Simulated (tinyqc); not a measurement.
Rutherford backscattering from a thin compound film on silicon: kinematics, yields, composition and thickness. Changing the tilt of the sample. Computed by tinyqc, a small Python program. Command: `OMP_NUM_THREADS=1 python tinyqc.py 3010146 3010147 out.jsonl rbs sweep`. One thread of a shared host (Intel(R) Xeon(R) Processor @ 2.30GHz), about 0.01 s of CPU time with the checks.

Singly charged helium ions (Z1 = 2, M1 = 4.0026 u) enter at the tilt angle a1 to the normal and leave at a2 = |180 - theta - tilt| in the same plane. The film is A B_x.

Inputs (values chosen for the exercise, modelled on a helium beam on TaN):

| quantity | value | unit |
|---|---|---|
| beam energy E0 | 1.8 | MeV |
| scattering angle theta | 150 | degrees |
| heavy element: Z_A | 73 | - |
| heavy element: mass M_A | 180.9 | u |
| heavy element: stopping eps_A at 2 MeV | 109 | 1e-15 eV cm^2 |
| light element: Z_B | 7 | - |
| light element: mass M_B | 14 | u |
| light element: stopping eps_B at 2 MeV | 34.3 | 1e-15 eV cm^2 |
| atoms of B per atom of A, x | 0.976 | - |
| atomic density of the film | 89.9 | 1/nm^3 |
| film thickness d | 74 | nm |
| collected charge | 28 | microcoulomb |
| detector solid angle | 4 | msr |
| detector resolution (FWHM) | 15 | keV |

Constants: e^2/(4 pi eps_0) = 14.39964548 eV angstrom; e = 1.602176634e-19 C.

Method:
- Kinematic factor K = [(sqrt(M^2 - M1^2 sin^2 theta) + M1 cos theta)/(M + M1)]^2.
- Surface edges lie at K E0; substrate silicon has M = 28.09 u. Mass resolution at M_A = resolution/(E0 dK/dM).
- Stopping per atom eps(E) = eps(2 MeV) (E/2 MeV)^(-0.4) (a law chosen for the exercise); Bragg rule eps_film = (eps_A + x eps_B)/(1 + x); areal density N d, with 1/nm^2 = 0.1 x 1e15/cm^2.
- Width of the signal of element i: [K_i eps(E0)/cos a1 + eps(K_i E0)/cos a2] N d; depth resolution = resolution x d/width of A; energy lost on the way in = eps(E0) N d/cos a1.
- Rutherford cross section in the laboratory frame: sigma = (Z1 Z e^2/(4 pi eps_0 4E))^2 (4/sin^4 theta) (r + cos theta)^2/r, r = sqrt(1 - (M1 sin theta/M)^2), times the screening factor 1 - 0.049 Z1 Z^(4/3)/E (E in keV); 1 angstrom^2 = 1e8 barn.
- Counts = (charge/e) x solid angle x sigma(E_mean) x areal density of the element/cos a1, E_mean = E0 - half the energy lost on the way in; 1 barn = 1e-24 cm^2. The ratio of areas returns x = (Y_B/Y_A)(sigma_A/sigma_B), with the counting error sqrt(1/Y_A + 1/Y_B).

One run for each value:

| tilt of the sample (degrees) | depth resolution (nm) | counting error of x without background (%) | energy lost on the way in (keV) |
|---|---|---|---|
| 0 | 10.494 | 0.74189 | 50.03 |
| 15 | 10.965 | 0.72878 | 51.80 |
| 45 | 9.353 | 0.62021 | 70.76 |
| 55 | 8.080 | 0.55598 | 87.23 |
| 65 | 6.449 | 0.47301 | 118.39 |
| 70 | 5.490 | 0.42212 | 146.29 |
| 75 | 4.420 | 0.36220 | 193.31 |

Give the missing row, tilt of the sample (degrees) = 30.

Computed row; columns: (1) tilt of the sample (degrees); (2) depth resolution (nm); (3) counting error of x without background (%); (4) energy lost on the way in (keV):
```
(1)     (2)      (3)    (4)
30   10.581  0.68890  57.77
```

Interpolating between the two neighbouring rows (linearly) misses most in energy lost on the way in (keV), by 6.1 %. Over the rows, depth resolution (nm) goes from 10.5 through a maximum among these rows, 11.0 at 15.0, to 4.42; counting error of x without background (%) falls from 0.742 to 0.362; energy lost on the way in (keV) rises from 50.0 to 193. Tilting lengthens the inward path at once but shortens the outward one up to 180 - theta, so only large tilts clearly sharpen the depth scale, until roughness and straggling (left out) take over. Left out: 80.0 (the film is too thick for the surface approximation).

Extremes, crossings and ranges named in words are read from the listed rows.
